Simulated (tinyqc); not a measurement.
Worked calculation: interdiffusion of a quantum well during annealing: blurred potential and shift of the confined levels. Computed by tinyqc, a small Python program that keeps every step. Command: `OMP_NUM_THREADS=1 python tinyqc.py 3008363 3008364 out.jsonl qwi walk`. One thread of a shared host (Intel(R) Xeon(R) Processor @ 2.30GHz), about 0.07 s of CPU time with the checks. Intermediate numbers are printed to about 7 digits and carried at full precision; extremes and crossings named in words are read from the listed rows.

A square well of width w is blurred by Fick diffusion with a constant coefficient; band offsets are linear in composition, masses are uniform, and strain and excitons are ignored.

Inputs (values chosen for the exercise, modelled on GaAs in AlGaAs):
```
quantity                value    unit
well width w                5      nm
electron mass m_e      0.0675     m_0
hole mass m_h           0.383     m_0
conduction offset V_c    0.21      eV
valence offset V_v       0.16      eV
prefactor D0               43  cm^2/s
activation energy E      3.78      eV
anneal temperature T      810       C
anneal time t             310       s
```

Constants: k_B = 8.617333262e-05 eV/K; hbar^2/(2 m_0) = 3.80998212 eV angstrom^2.

## Diffusion length

D = D0 exp(-E/(k_B T)); L = sqrt(D t); share of well material at the centre erf(w/(4L)); 1 nm = 1e-7 cm. Temperatures in kelvin are T(C) + 273.15.

diffusivity D = 1.110562e-16 cm^2/s

diffusion length L = 1.855463 nm

ratio L/w = 0.3710926

share at the centre = 0.6592763

## Levels before the anneal

Square well, ground state: take the lowest root of k tan(k w/2) = kappa, k^2 = E/c, kappa^2 = (V - E)/c, c = hbar^2/(2m) with hbar^2/(2 m_0) in eV angstrom^2.

electron level before the anneal = 76.72537 meV

hole level before the anneal = 22.42760 meV

Caution: the well mass is used in the barriers too; a heavier barrier mass would lower these levels.

## Levels after the anneal

With L = sqrt(D t) and the share at the centre erf(w/(4L)). After the anneal: V(z) = V {1 - (1/2)[erf((w/2 - z)/(2L)) + erf((w/2 + z)/(2L))]}, energies counted from the original well bottom. Finite differences on 3000 points over |z| < w/2 + 6L + 25 nm; shifts are taken against the same grid with cell-averaged square steps. Rise of the bottom = V (1 - share at the centre). Overlap = |<electron|hole>|^2.

shift of the electron level = 48.281 meV

shift of the hole level = 53.787 meV

blue shift of the transition = 102.067 meV

rise of the gap at the centre = 126.0678 meV

overlap = 0.9037

The centre has taken up barrier material, which carries much of the shift.

## Shift against diffusion length

First-order estimate for small L: the shift is 2 L^2 V |d(psi^2)/dz| at an edge, with psi the normalised square-well state: psi^2 = cos^2(k z)/(w/2 + 1/kappa) inside, so |d(psi^2)/dz| = k sin(k w)/(w/2 + 1/kappa).

Shifts (meV):
```
L/w   L (nm)  share at the centre  electron    hole      sum  first-order sum
0.02     0.1                    1     0.314   0.294    0.607        0.6420731
0.04     0.2                    1     1.209   1.118    2.328         2.568292
0.07    0.35            0.9999996     3.506   3.239    6.745         7.865395
0.1      0.5            0.9995930     6.777   6.379   13.156         16.05183
0.15    0.75            0.9815779    13.853   13.76   27.612         36.11661
0.2        1            0.9229001    22.064   23.07   45.134         64.20731
0.3      1.5            0.7614072    38.331  42.221   80.552         144.4664
0.45    2.25            0.5679416    57.507  64.244  121.751         325.0495
0.7      3.5            0.3864947    77.422  85.766  163.187         786.5395
1          5            0.2763264    90.926  99.495  190.421         1605.183
```

The sum grows as L^1.94 between the first rows (L^2, linear in time, in first order) and as L^0.43 between the last, as it bends towards the limit V_c + V_v less the original levels, 270.8 meV. The first-order form is off by +6 % in the first row and +22 % at L/w = 0.1; it needs L well below the decay length 1/kappa. At L/w = 0.2 the hole level has moved by the larger share of its offset (14.4 % for the hole, 10.5 % for the electron).

Checks made by the program: finite differences against the square-well equation (relative difference 2e-05).
